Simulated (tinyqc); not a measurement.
Worked calculation: rigid-ion and shell models of the dielectric response of an ionic crystal. Computed by tinyqc, a small Python program that keeps every step. Command: `OMP_NUM_THREADS=1 python tinyqc.py 3012190 3012191 out.jsonl shell walk`. One thread of a shared host (Intel(R) Xeon(R) Processor @ 2.30GHz), about 0.01 s of CPU time with the checks. Intermediate numbers are printed to about 5 digits and carried at full precision; extremes and crossings named in words are read from the listed rows.

Charges +Z and -Z; 8 nearest neighbours, Madelung constant M = 1.762675, volume per ion pair Omega = 1.539601 d^3. Energy per pair U = -M Z^2 e2/d + 8 A exp(-d/rho), e2 = e^2/(4 pi eps_0). In the shell model the anion is a core of charge Y - Z and a massless shell of charge -Y, joined by the spring k; the repulsion acts on the shell. Each ion feels the Lorentz field E + (4 pi/3) P (Gaussian units).

Inputs (values chosen for the exercise, for a model crystal): nearest-neighbour distance d = 1.97 angstrom; ionic charge Z = 2 e; hardness d/rho = 7.57; cation mass = 49.6 u; anion mass = 19 u; shell charge size Y = 3.45 e; core-shell spring k = 257 eV/angstrom^2; cation polarisability alpha_+ = 0.12 angstrom^3; film thickness t = 19 nm.

Structure: caesium chloride.

Constants: e^2/(4 pi eps_0) = 14.39964548 eV angstrom; 1 eV/angstrom^3 = 160.2176634 GPa; nu for 1 eV/(angstrom^2 u) = 15.6333042 THz; 1 THz = 33.35640952 1/cm; eps_0 = 8.8541878128e-12 F/m; h x 1 THz = 4.135667696 meV.

## Equilibrium, bulk modulus and repulsive spring

Zero pressure fixes 8 A exp(-d/rho) = M Z^2 e2 rho/d^2. Then U = -(M Z^2 e2/d)(1 - rho/d), B = M Z^2 e2 (d/rho - 2)/(9 Omega d), and the spring of one sublattice against the other is R = (1/3) x (Laplacian of the repulsion summed over neighbours) = M Z^2 e2 (d/rho - 2)/(3 d^3), so R = 3 B Omega/d^2.

volume Omega = 11.771 angstrom^3

lattice energy U = -44.729 eV/pair

bulk modulus B = 434.14 GPa

repulsive spring R = 24.656 eV/angstrom^2

## Rigid ions

With C = 4 pi Z^2 e2/(3 Omega): mu lambda_TO = R - C, mu lambda_LO = R + 2 C; eps_inf = 1 and eps_s = lambda_LO/lambda_TO. lambda in eV/(angstrom^2 u) gives the wavenumber 15.6333042 x 33.35640952 x sqrt(lambda); mu is the reduced mass.

Coulomb spring C = 20.497 eV/angstrom^2

omega_TO, rigid ions = 286.91 1/cm

omega_LO, rigid ions = 1140.0 1/cm

eps_s, rigid ions = 15.786

## Shell model: electronic response

Eliminating the shell gives the anion polarisability alpha_- = Y^2 e2/(k + R), the Szigeti charge Z_S = Z - Y R/(k + R) and the softened spring R' = k R/(k + R). With b = 4 pi (alpha_+ + alpha_-)/(3 Omega): eps_inf = (1 + 2b)/(1 - b) (Clausius-Mossotti); Born charge Z* = Z_S (eps_inf + 2)/3.

anion polarisability alpha_- = 0.60851 angstrom^3

Szigeti charge Z_S = 1.6980 e

softened spring R' = 22.497 eV/angstrom^2

b = 0.25925

eps_inf = 2.0500

Born charge Z* = 2.2923 e

Overlap pushes the shell back and lowers the effective charge to 85 % of Z; the local field then raises the Born charge to 115 % of Z.

## Shell model: lattice response

mu lambda_TO = R' - (4 pi e2/(3 Omega)) Z_S^2/(1 - b); mu lambda_LO = mu lambda_TO + 4 pi e2 Z*^2/(eps_inf Omega); eps_s = eps_inf lambda_LO/lambda_TO.

mu lambda_TO = 2.5525 eV/angstrom^2

omega_TO = 224.78 1/cm

omega_LO = 911.33 1/cm

eps_s = 33.696

share of R' left after the dipole term = 0.11346

The dipole field cancels 89 % of the short-range spring: a soft TO mode and a high static constant go together.

## As a gate dielectric

Capacitance per area eps_0 eps_s/t; equivalent oxide thickness EOT = t x 3.9/eps_s; the surface optical mode against silicon (eps = 11.7) lies at omega_TO sqrt[(eps_s + 11.7)/(eps_inf + 11.7)], and its squared coupling to channel electrons scales as g = hbar omega_SO [1/(11.7 + eps_inf) - 1/(11.7 + eps_s)], with hbar omega = h c x wavenumber.

capacitance per area = 15.703 fF/micrometre^2

equivalent oxide thickness = 2.1991 nm

surface optical mode = 408.43 1/cm

remote-phonon coupling g = 2.5673 meV

## From rigid to soft shells

The formulas are those given above.

Response against the core-shell spring:
```
k (eV/angstrom^2)  eps_inf     Z_S      Z*  omega_TO (1/cm)  omega_LO (1/cm)   eps_s
210                 2.3018  1.6375  2.3481           216.24            880.7  38.182
260                 2.0375  1.7012  2.2895           225.19            913.0  33.492
330                 1.8201  1.7602  2.2413           232.30            945.4  30.149
460                 1.6082  1.8245  2.1943           239.02            984.0  27.256
670                 1.4503  1.8775  2.1594           243.91           1018.8  25.301
1000                1.3416  1.9170  2.1353           247.21           1046.5  24.044
2100                1.2307  1.9600  2.1107           250.54           1079.0  22.827
7700                1.1599  1.9890  2.0950           252.65           1102.4  22.084
```

From the stiffest to the softest shell eps_inf rises from 1.16 to 2.30 and Z_S falls from 1.99 to 1.64; omega_LO moves by -20 % and omega_TO by -14.4 %. Screening by eps_inf cuts the LO frequency, which rigid ions overstate (rigid ions: 1140 per cm); eps_s goes from 22.08 to 38.18.

Checks made by the program: TO spring by direct elimination of the shell from the 2 x 2 energy matrix (relative difference 5e-10); Szigeti's relation mu lambda_TO (eps_s + 2)/(eps_inf + 2) = R' (relative difference below 1e-10).
